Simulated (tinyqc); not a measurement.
Level and width from two currents at zero temperature.

Problem. In a resonant-tunnelling diode at zero temperature a sharp resonance at Er = E0 - alpha V between the emitter band edge and Ef carries J = K (pi/2) G Tp (Ef - Er), K = q^3 mw m0/(2 pi^2 hbar^3) (times 1e-4 for A/cm^2 per eV^2), with G its full width and Tp its peak transmission, G Tp taken as constant, and no back flow. Find G Tp and E0.

Values chosen for this exercise; masses and offsets of a made-up heterostructure:
```
symbol  value  unit                                               meaning
mw       0.26    m0                 mass in the well, spacer and contacts
Ef       0.15    eV  Fermi energy of both contacts above their band edges
alpha    0.47                               share of the bias at the well
```

Constants: q = 1.602176634e-19 C, hbar = 1.054571817e-34 J s, m0 = 9.1093837015e-31 kg. Results are converted to the units shown.

J at V = 0.097 and 0.33 V (kA/cm^2): 93.122266  672.87322

Answer. J is linear in V: the slope gives G Tp, and the onset V0, where the line meets zero, gives E0 = Ef + alpha V0.

G Tp = 0.801 meV
E0 = 0.178 eV

Program tinyqc, `OMP_NUM_THREADS=1 python tinyqc.py 2600120 2600121 out.jsonl`; Intel Xeon 2.30GHz, shared host, one thread, about 0.2 s.
